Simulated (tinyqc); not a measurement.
How the errors depend on the field: Haynes-Shockley experiment: drift, diffusion and decay of a minority-carrier pulse. Computed by tinyqc, a small Python program. Command: `OMP_NUM_THREADS=1 python tinyqc.py 3110941 3110942 out.jsonl haynes walk`. One thread of a shared host (Intel(R) Xeon(R) Processor @ 2.30GHz), about 0.02 s of CPU time with the checks.

A thin sheet of excess carriers is made at x = 0, t = 0 in a long uniform bar; injection is low, so the pulse moves with the minority mobility.

Inputs (values chosen for the exercise, modelled on holes in n-type germanium in a lightly doped bar): minority mobility mu = 1990 cm^2/(V s); lifetime tau = 260 microsecond; temperature T = 250 K; field F = 6.3 V/cm; distance d to the collector = 0.5 cm; injected sheet density N0 = 4.5e+09 1/cm^2.

Constants: k_B = 8.617333262e-05 eV/K.

Method:
- D = mu k_B T/e, v = mu F.
- Transit time d/v, diffusion length sqrt(D tau), drift length v tau, Peclet number v d/D = e F d/(k_B T).
- dn(x, t) = N0/sqrt(4 pi D t) exp(-(x - v t)^2/(4 D t) - t/tau).
- At fixed x the signal peaks where d ln(dn)/dt = 0: a t^2 + t/2 - x^2/(4 D) = 0 with a = v^2/(4 D) + 1/tau.
- The full width at half maximum is found by solving dn(x, t) = peak/2 on both sides of the peak.
- With w that width: mu = d/(F t_p); D = (w d)^2/(16 ln2 t_p^3). The field is scaled by the factors listed.

D = 42.8712 cm^2/s

Errors of the simple reading:
```
factor  F (V/cm)   v d/D  v^2 tau/(4 D)  error of mu (%)  error of D (%)
0.5         3.15    73.1             60           2.2129          2.3266
0.7         4.41   102.4            117           1.4091          1.6626
1.0         6.30   146.2            238           0.8958          1.1631
1.5         9.45   219.3            536           0.5502          0.7746
2.5        15.75   365.5           1489           0.3075          0.4642
4.0        25.20   584.9           3813           0.1842          0.2899
7.0        44.10  1023.5          11677           0.1020          0.1656
```

What follows from these numbers?

The error of mu falls from 2.21 to 0.102 %. For large v d/D it is about D/(v d) + 2 D/(v^2 tau), here 0.102 % in the last row: one part from spreading, one from recombination.

Extremes, crossings and ranges named in words are read from the listed rows.
